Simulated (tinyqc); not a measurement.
Thermodynamics of metal silicides: hull, first phase, silicon consumed, nucleation and stability against SiO2: one step, computed by the program tinyqc. Command: `OMP_NUM_THREADS=1 python tinyqc.py 3004549 3004550 out.jsonl silphase walk`. One thread of a shared host (Intel(R) Xeon(R) Processor @ 2.30GHz), about 0.01 s of CPU time with the checks.

Entropies of formation of the solids are neglected, so heats stand for free energies. Si fractions: M5Si3 0.3750, MSi 0.5000, MSi2 0.6667.

Problem. Nucleation of MSi2 from MSi and Si. Where free silicon remains, MSi + Si -> MSi2 gains dH = 3 H(MSi2) - 2 H(MSi) per mole of M; per volume dG = |dH|/V(MSi2); r* = 2 gamma/dG, W* = 16 pi gamma^3/(3 dG^2). For comparison the same with MSi forming from the elements, 2 |H(MSi)|/V(MSi).

Inputs (values chosen for the exercise, of the order of those of titanium silicides for heats and volumes only):
```
quantity                          value          unit
heat of formation of MSi          -64.5  kJ/mol atoms
heat of formation of MSi2         -46.2  kJ/mol atoms
change of interface energy gamma   0.25         J/m^2
temperature T                       900             K
```

Phases: M5Si3, MSi, MSi2.

volumes of the three phases per mole of M (cm^3/mol): 14.8  17.8  26.2

Constants: e = 1.602176634e-19 C; k_B = 8.617333262e-05 eV/K.

Give: dH of the reaction; driving force; critical radius; barrier W*; W*/(k_B T); barrier for MSi from the elements.

Solution.

dH of the reaction = -9.6 kJ/mol M

driving force = 0.3664 kJ/cm^3

critical radius = 1.365 nm

barrier W* = 12.17 eV

W*/(k_B T) = 156.9

barrier for MSi from the elements = 0.03111 eV

The barrier is 390 times that of MSi from the elements, since little energy is left to gain: homogeneous nucleation is out of reach, and only sites that cut the interface energy (grain boundaries, triple junctions) can start it.
